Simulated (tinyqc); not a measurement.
Surface Green function of a zigzag honeycomb ribbon two chains wide, Sancho-Rubio decimation: densities of states against energy.

A semi-infinite lead of cells 0, 1, 2, ... with H0 inside a cell and H1 = <cell i|H|cell i + 1>. Cell of four sites joined 1-2-3-4 by -t; site 2 joins site 1 of the next cell and site 3 joins site 4 of the next cell. z = E + i eta.

Start with e_s = e = H0, a = H1, b = H1^dagger. Each round: g = (z - e)^(-1); e_s <- e_s + a g b; e <- e + a g b + b g a; a <- a g a; b <- b g b (all with the old a, b). Round k joins cells 2^k apart. Stop when the largest entry of the matrices a and b is below 1e-12 eV; g_s = (z - e_s)^(-1), bulk (z - e)^(-1), density of states -Im Tr/pi. Here eta = 0.01 eV. Open modes are the crossings of E with the bands of H0 + H1 exp(ik) + H1^dagger exp(-ik) for 0 < k < pi.

H0 (eV):
```
      1      2     3      4
1  0.23     -1     0      0
2    -1  -0.23    -1      0
3     0     -1  0.23     -1
4     0      0    -1  -0.23
```

H1 (eV):
```
    1  2  3   4
1   0  0  0   0
2  -1  0  0   0
3   0  0  0  -1
4   0  0  0   0
```

Densities of states against energy:
```
E (eV)  open modes  rounds  surface (1/eV)  bulk (1/eV)
-2.83            0       5        0.007446      0.01396
-2.31            1      11          0.7468       0.6634
-1.8             1      11          0.7165       0.4482
-1.29            2      11          0.9573        1.082
-0.77            1      11          0.6550       0.4517
-0.26            1      10           2.354        1.304
0.26             1      10           2.354        1.304
0.77             1      11          0.6550       0.4517
1.29             2      11          0.9573        1.082
1.8              1      11          0.7165       0.4482
2.31             1      11          0.7468       0.6634
2.83             0       5        0.007446      0.01396
```

The bands of the infinite lead run over -2.57 to -1.03, -1.58 to -0.230, 0.230 to 1.58, 1.03 to 2.57 eV. The rounds lie between 5 and 11, 5.0 on average outside the bands and 10.8 inside. The surface density of states is largest at E = -0.26 and 0.26 eV among the rows (2.35 1/eV, bulk 1.30).

Numbers from tinyqc (`OMP_NUM_THREADS=1 python tinyqc.py 2680132 2680133 out.jsonl`; about 0.08 s on one thread of a shared Intel Xeon 2.30GHz).
